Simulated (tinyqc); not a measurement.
Inside a calculation (part 3 of 3). Method: UHF in the sto-3g basis, for BeH2, spin multiplicity 1. This run ends on a higher stationary point, not on the lowest solution. Computed by tinyqc, a small Python program that keeps every step (integrals from PySCF). Command: `OMP_NUM_THREADS=1 python tinyqc.py 28185 28186 out.jsonl` (the two numbers bound the seeds that draw the settings). One thread of a shared host (Intel(R) Xeon(R) Processor @ 2.60GHz), about 0.2 s of CPU time with the checks.

Geometry (angstrom):
```
atom         x          y         z
Be    0.000000   0.000000  0.000000
H     0.000000   1.881000  0.000000
H     0.000000  -1.881000  0.000000
```

## Convergence

Stop when the energy changes by less than 1e-09 hartree and every element of the error matrix X^T (F D S - S D F) X (for each spin) is below 9e-06.

Course of the cycle:
```
iteration   E (hartree)     change  largest element of the error matrix
1          -14.48706668          -                             2.63e-01
2          -15.37040104  -8.83e-01                             6.05e-02
3          -15.39777720  -2.74e-02                             2.07e-02
4          -15.40056713  -2.79e-03                             1.22e-02
5          -15.40153414  -9.67e-04                             7.35e-03
6          -15.40187964  -3.46e-04                             4.41e-03
7          -15.40200379  -1.24e-04                             2.65e-03
8          -15.40204843  -4.46e-05                             1.59e-03
9          -15.40206449  -1.61e-05                             9.52e-04
10         -15.40207027  -5.78e-06                             5.71e-04
11         -15.40207235  -2.08e-06                             3.42e-04
12         -15.40207310  -7.48e-07                             2.05e-04
13         -15.40207337  -2.69e-07                             1.23e-04
14         -15.40207347  -9.69e-08                             7.39e-05
15         -15.40207350  -3.49e-08                             4.43e-05
16         -15.40207351  -1.25e-08                             2.66e-05
17         -15.40207352  -4.51e-09                             1.60e-05
18         -15.40207352  -1.62e-09                             9.57e-06
19         -15.40207352  -5.84e-10                             5.74e-06
```

PySCF UHF in the same basis, after a stability check = -15.40229018 hartree

Converged in 19 iterations. But the solution lies 0.00022 hartree above the reference: it is another stationary point, not the lowest one. Reruns (cap 100 unless said): DIIS 8: converged in 9 to a higher stationary point; damping 0.5: converged in 41 to a higher stationary point; level shift 0.5: converged in 40 to a higher stationary point; atomic densities as start, DIIS 8: converged in 6 to a higher stationary point.

## Populations, bond orders and dipole

D(alpha) after iteration 19, order 1Be 1s, 1Be 2s, 1Be 2px, 1Be 2py, 1Be 2pz, 2H 1s, 3H 1s:
$$\begin{pmatrix}
1.028387 & -0.110594 & 0.000000 & 0.000000 & 0.000000 & -0.086214 & -0.086214 \\
-0.110594 & 0.444725 & 0.000000 & 0.000000 & 0.000000 & 0.262512 & 0.262512 \\
0.000000 & 0.000000 & 0.000000 & 0.000002 & 0.000000 & 0.000002 & -0.000002 \\
0.000000 & 0.000000 & 0.000002 & 0.241950 & 0.000008 & 0.230081 & -0.230081 \\
0.000000 & 0.000000 & 0.000000 & 0.000008 & 0.000000 & 0.000008 & -0.000008 \\
-0.086214 & 0.262512 & 0.000002 & 0.230081 & 0.000008 & 0.374187 & -0.063401 \\
-0.086214 & 0.262512 & -0.000002 & -0.230081 & -0.000008 & -0.063401 & 0.374187
\end{pmatrix}$$

D(beta) after iteration 19, order 1Be 1s, 1Be 2s, 1Be 2px, 1Be 2py, 1Be 2pz, 2H 1s, 3H 1s:
$$\begin{pmatrix}
1.028387 & -0.110594 & 0.000000 & 0.000000 & 0.000000 & -0.086214 & -0.086214 \\
-0.110594 & 0.444725 & 0.000000 & 0.000000 & 0.000000 & 0.262512 & 0.262512 \\
0.000000 & 0.000000 & 0.000000 & -0.000002 & 0.000000 & -0.000002 & 0.000002 \\
0.000000 & 0.000000 & -0.000002 & 0.241950 & -0.000008 & 0.230081 & -0.230081 \\
0.000000 & 0.000000 & 0.000000 & -0.000008 & 0.000000 & -0.000008 & 0.000008 \\
-0.086214 & 0.262512 & -0.000002 & 0.230081 & -0.000008 & 0.374187 & -0.063401 \\
-0.086214 & 0.262512 & 0.000002 & -0.230081 & 0.000008 & -0.063401 & 0.374187
\end{pmatrix}$$

overlap S, order 1Be 1s, 1Be 2s, 1Be 2px, 1Be 2py, 1Be 2pz, 2H 1s, 3H 1s:
$$\begin{pmatrix}
1.000000 & 0.259517 & 0.000000 & 0.000000 & 0.000000 & 0.021056 & 0.021056 \\
0.259517 & 1.000000 & 0.000000 & 0.000000 & 0.000000 & 0.266433 & 0.266433 \\
0.000000 & 0.000000 & 1.000000 & 0.000000 & 0.000000 & 0.000000 & 0.000000 \\
0.000000 & 0.000000 & 0.000000 & 1.000000 & 0.000000 & 0.349732 & -0.349732 \\
0.000000 & 0.000000 & 0.000000 & 0.000000 & 1.000000 & 0.000000 & 0.000000 \\
0.021056 & 0.266433 & 0.000000 & 0.349732 & 0.000000 & 1.000000 & 0.003211 \\
0.021056 & 0.266433 & 0.000000 & -0.349732 & 0.000000 & 0.003211 & 1.000000
\end{pmatrix}$$

Mulliken: Z minus the diagonal of D S on the atom; Loewdin: the same with S^(1/2) D S^(1/2); Mayer order: 2 sum_s sum (D(s) S)_ij (D(s) S)_ji over the two atoms.

Charges (e):
```
atom   Mulliken    Loewdin  Mulliken spin
1Be    0.090308   0.081620              0
2H    -0.045154  -0.040810              0
3H    -0.045154  -0.040810              0
```

Mayer bond orders:
```
pair     order
2-1   0.975736
3-1   0.975736
3-2   0.022225
```

dipole moment about the origin, x y z (debye): [0.000000, 0.000000, 0.000000]

<S^2> of the determinant (pure state: 0) = 1.12e-09
